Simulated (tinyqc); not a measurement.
Inside a calculation. Method: RHF in the 6-311g basis, for He, spin multiplicity 1. One step of it, computed by the program tinyqc.

Problem. Iteration 2: diagonalisation and new density. Diagonalise F' = X^T F X, C = X C', fill 1 alpha and 1 beta electrons from the bottom; D = 2 C_occ C_occ^T. Each column has its largest component positive (the first on a tie).

Fock matrix F (hartree), order 1He 1s, 1He 2s, 1He 3s:
```
[[1.363630, -1.209139, -1.106729],
 [-1.209139, -0.607227, -0.709315],
 [-1.106729, -0.709315, -0.382567]]
```

X, order 1He 1s, 1He 2s, 1He 3s:
```
[[1.316564, -0.645914, 0.150682],
 [-0.645914, 1.855498, -0.771405],
 [0.150682, -0.771405, 1.436671]]
```

Give: F' = X^T F X; orbital energies; coefficients C; D after iteration 2.

Solution.

F' = X^T F X (hartree):
```
[[3.8570, -3.1657, -0.1470],
 [-3.1657, 2.0766, -0.9374],
 [-0.1470, -0.9374, 0.2541]]
```

orbital energies (hartree): [-0.9274, 0.8260, 6.2893]

coefficients C, order 1He 1s, 1He 2s, 1He 3s:
```
[[0.2623, -0.1391, -1.4440],
 [0.4887, -1.1528, 1.6992],
 [0.3971, 1.4274, -0.6977]]
```

D after iteration 2, order 1He 1s, 1He 2s, 1He 3s:
```
[[0.1376, 0.2564, 0.2083],
 [0.2564, 0.4777, 0.3881],
 [0.2083, 0.3881, 0.3154]]
```
